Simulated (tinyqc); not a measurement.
On-chip interconnect, size-dependent resistivity and RC delay: delay against the reflection coefficient of grain boundaries.

A rectangular line between two neighbours and two ground planes. Surface and grain-boundary scattering are added to the bulk resistivity as corrections; capacitances are parallel-plate values without fringing; inductance is ignored.

Metal width x = wd - 2 tl, height y = AR wd - tl; grain boundaries (Mayadas-Shatzkes): al = (lam/(gr x)) Rg/(1 - Rg), g = 1/[1 - 3 al/2 + 3 al^2 - 3 al^3 ln(1 + 1/al)] - 1; surfaces (Fuchs-Sondheimer, thick limit): s = (3/8) lam (1 - ps)(1/x + 1/y); rho = rho0 (1 + g + s); r = rho/(x y); c = eps0 ek (2 wd/hd + 2 Mf AR wd/sp). Elmore delay tE = Rd (c Lw + Cl) + r Lw (c Lw/2 + Cl); t50 is the time at which the far end of a ladder of 30 pi sections (half capacitances at both ends, Cl at the far end, a step applied through Rd) reaches half the step; line share r Lw/(Rd + r Lw); estimate 0.69 Rd (c Lw + Cl) + 0.38 r c Lw^2 + 0.69 r Lw Cl.

Inputs (values chosen for the exercise); metal values close to those of copper: bulk resistivity rho0 = 1.7 uohm cm; bulk mean free path lam = 41.1 nm; specular share of surface scattering ps = 0; grain size over the metal width gr = 2; drawn line width wd = 57 nm; aspect ratio, height over width AR = 2.5; liner on both walls and the bottom, not conducting tl = 1.7 nm; space to the neighbouring lines sp = 86 nm; dielectric height to the planes above and below hd = 92 nm; relative permittivity of the dielectric ek = 3.9; Miller factor of the neighbours Mf = 0; line length Lw = 51 um; driver resistance Rd = 11000 ohm; load capacitance Cl = 0.24 fF.

Constants: eps0 = 8.8541878128e-12 F/m. Results are converted to the units shown.

The same in every row: c (fF/um) = 0.04279.

Delay against the reflection coefficient of grain boundaries:

| Rg | rho (uohm cm) | r (ohm/um) | tE (ps) | t50 (ps) | estimate (ps) | line share of the resistance (%) |
|---|---|---|---|---|---|---|
| 0.05 | 2.426 | 3.215 | 26.86 | 18.64 | 18.55 | 1.468 |
| 0.15 | 2.544 | 3.371 | 26.87 | 18.65 | 18.56 | 1.539 |
| 0.25 | 2.690 | 3.564 | 26.89 | 18.66 | 18.57 | 1.626 |
| 0.35 | 2.878 | 3.814 | 26.90 | 18.67 | 18.58 | 1.737 |
| 0.45 | 3.131 | 4.149 | 26.93 | 18.69 | 18.60 | 1.887 |
| 0.55 | 3.493 | 4.628 | 26.96 | 18.72 | 18.62 | 2.101 |
| 0.65 | 4.056 | 5.374 | 27.01 | 18.76 | 18.66 | 2.431 |
| 0.75 | 5.061 | 6.706 | 27.10 | 18.83 | 18.72 | 3.015 |

As Rg goes from 0.05 to 0.75, r rises from 3.21 to 6.71 ohm/um, c stays at 0.0428 fF/um and t50 rises from 18.6 to 18.8 ps. t50/tE lies between 0.694 and 0.695, and the estimate is within 0.56 % of t50.

tinyqc, about 0.01 s, one thread, Intel Xeon 2.30GHz (shared host): `OMP_NUM_THREADS=1 python tinyqc.py 2100072 2100073 out.jsonl`
